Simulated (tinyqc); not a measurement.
Sweep of alpha: linear model of a band gap against the share of exact exchange.

E(alpha) = E0 + S alpha. A wider gap screens less, modelled in the Penn form eps(alpha) = 1 + (e0 - 1)(EP/(EP + S alpha))^2 with a scale EP chosen for the exercise. A dielectric-dependent hybrid takes alpha = 1/eps.

Parameters, chosen for this exercise (of the order of those of SiO2; shifted at random, so the results belong to these values and not to a real crystal):

| symbol | value | unit | meaning |
|---|---|---|---|
| E0 | 5.71 | eV | gap of the semi-local functional |
| S | 10.41 | eV | slope dE/d(alpha) |
| e0 | 2.42 |  | optical dielectric constant at alpha = 0 |
| EP | 32.2 | eV | energy scale of the screening |
| Et | 9.14 | eV | target gap |

Also the exciton scale relative to alpha = 0, (m/m(0))(eps(0)/eps)^2, with a mass proportional to E + D, D = E0/2 + 0.3 eV, a k.p rule for direct gaps only.

Results:

| alpha | E (eV) | eps | alpha eps | exciton scale |
|---|---|---|---|---|
| 0.00 | 5.710 | 2.420 | 0.000 | 1.00 |
| 0.05 | 6.231 | 2.375 | 0.119 | 1.10 |
| 0.10 | 6.751 | 2.332 | 0.233 | 1.20 |
| 0.15 | 7.271 | 2.292 | 0.344 | 1.31 |
| 0.20 | 7.792 | 2.253 | 0.451 | 1.43 |
| 0.25 | 8.312 | 2.216 | 0.554 | 1.54 |
| 0.35 | 9.354 | 2.146 | 0.751 | 1.79 |
| 0.50 | 10.915 | 2.052 | 1.026 | 2.21 |

alpha eps reaches 1 between alpha = 0.35 and 0.5 (fixed point 0.485), and the target gap is met between 0.25 and 0.35. At the fixed point the gap is 10.76 eV, +1.62 eV from the target. From 0 to 0.25 the gap grows by 2.60 eV while eps falls by 8 %; the exciton scale, which takes both, grows by a factor of 1.54.

Computed by tinyqc, a small Python program: `OMP_NUM_THREADS=1 python tinyqc.py 1850499 1850500 out.jsonl` (the numbers bound the seed that draws the inputs); one thread of a shared host (Intel(R) Xeon(R) Processor @ 2.30GHz), about 0.01 s for the whole set of steps.
